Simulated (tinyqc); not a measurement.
## Planar ballistic transistor, top-of-the-barrier model: transfer curve

At the top of the source barrier, states moving towards the drain are filled by the source (Fermi level 0) and states moving back by the drain (Fermi level -q Vd); nothing scatters. U is the shift of the band edge there, set by the capacitances CG, CD and CS (the total) and by the charge. Parabolic two-dimensional band; the source is grounded.

N0 = gv m kB T/(pi hbar^2), CG = eps0 eox/tox, vT = sqrt(2 kB T/(pi m)), CS = CG/aG, n0 = n at U = 0 and Vd = 0. eta1 = -(E0 + U)/Vt, eta2 = eta1 - Vd/Vt, n = (N0/2)[F_0(eta1) + F_0(eta2)], F_0(x) = ln(1 + exp x). U = UL + q (n - n0)/CS with UL = -(aG Vg + aD Vd), energies in eV. I = q (N0/2) vT [F_(1/2)(eta1) - F_(1/2)(eta2)] per width, F_(1/2)(x) = (2/sqrt(pi)) int_0^infinity u^(1/2)/(1 + exp(u - x)) du. CQ = (q/Vt) dn/d(eta1).

Values chosen for this exercise; mass and valleys close to those of indium arsenide: temperature T = 400 K; effective mass m = 0.0291 m0; valley degeneracy gv = 1; relative permittivity of the gate insulator eox = 9; insulator thickness tox = 3.3 nm; gate control CG/CS aG = 0.95; drain control CD/CS aD = 0.017; band edge at the barrier top above the source Fermi level at zero bias E0 = 0.24 eV; drain voltage Vd = 0.4 V.

Constants: q = 1.602176634e-19 C, kB = 1.380649e-23 J/K, hbar = 1.054571817e-34 J s, m0 = 9.1093837015e-31 kg, Vt = kB T/q, eps0 = 8.8541878128e-14 F/cm where lengths are in cm. Results are converted to the units shown.

Transfer curve:
```
Vg (V)	eta1	n (cm^-2)	I (uA/um)	mean velocity I/(q n) (cm/s)	CQ/CS
0	-6.7652	2.4148e8	0.14092	3.6424e7	4.4132e-4
0.08	-4.5638	2.1722e9	1.2694	3.6473e7	0.0039516
0.15	-2.6566	1.4212e10	8.3747	3.6780e7	0.025126
0.23	-0.59414	9.2092e10	57.246	3.8798e7	0.13627
0.3	1.0003	2.7519e11	192.65	4.3694e7	0.28010
0.38	2.6625	5.7196e11	474.63	5.1794e7	0.35817
0.45	4.0712	8.5660e11	815.06	5.9388e7	0.37688
0.53	5.6685	1.1889e12	1290.1	6.7729e7	0.38280
0.6	7.0619	1.4819e12	1768.0	7.4467e7	0.38681
```

The current rises from 0.141 to 1770 uA/um. Between the first two rows the swing is 83.8 mV a decade, against Vt ln 10/aG = 83.5. CQ/CS goes from 4.4e-4 to 0.39, so a volt on the gate moves the band edge by 0.95 eV in the first row and 0.69 eV in the last: the device stays near the quantum-capacitance limit. The mean velocity rises from 3.64e7 to 7.45e7 cm/s.

tinyqc, about 0.01 s, one thread, Intel Xeon 2.30GHz (shared host): `OMP_NUM_THREADS=1 python tinyqc.py 2400156 2400157 out.jsonl`
